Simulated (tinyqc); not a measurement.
Millisecond and nanosecond annealing: surface heating, thermal budget and solid-phase regrowth: one step, computed by the program tinyqc. Command: `OMP_NUM_THREADS=1 python tinyqc.py 3003527 3003528 out.jsonl flash walk`. One thread of a shared host (Intel(R) Xeon(R) Processor @ 2.30GHz), about 0.01 s of CPU time with the checks.

A square pulse heats the surface of a thick wafer with constant thermal properties; losses by radiation are neglected and silicon melts at 1414 C.

Task: Peak temperature. Absorbed flux q = (1 - R) fluence/t_p; kappa = k/c. With f(z, t) = (2 q/k) sqrt(kappa t) ierfc(z/(2 sqrt(kappa t))), ierfc(x) = exp(-x^2)/sqrt(pi) - x erfc(x): T = T0 + f(z, t) during the pulse and T0 + f(z, t) - f(z, t - t_p) after it. At the surface the rise at the end of the pulse is 2 q sqrt(t_p/(pi k c)); the fluence that just melts the surface scales with (1414 - T0).

Inputs (values chosen for the exercise, modelled on hot silicon with boron): incident fluence = 9.17 J/cm^2; pulse length t_p = 0.0003 s; reflectance R = 0.46; thermal conductivity k = 0.23 W/(cm K); heat capacity per volume c = 2.11 J/(cm^3 K); preheat temperature T0 = 700 C.

Source: scanned laser.

Give: absorbed flux q; kappa; thermal length sqrt(kappa t_p); peak temperature; fluence at the melting threshold.

Result:

absorbed flux q = 16506 W/cm^2

kappa = 0.1090 cm^2/s

thermal length sqrt(kappa t_p) = 57.19 um

peak temperature = 1163 C

fluence at the melting threshold = 14.14 J/cm^2
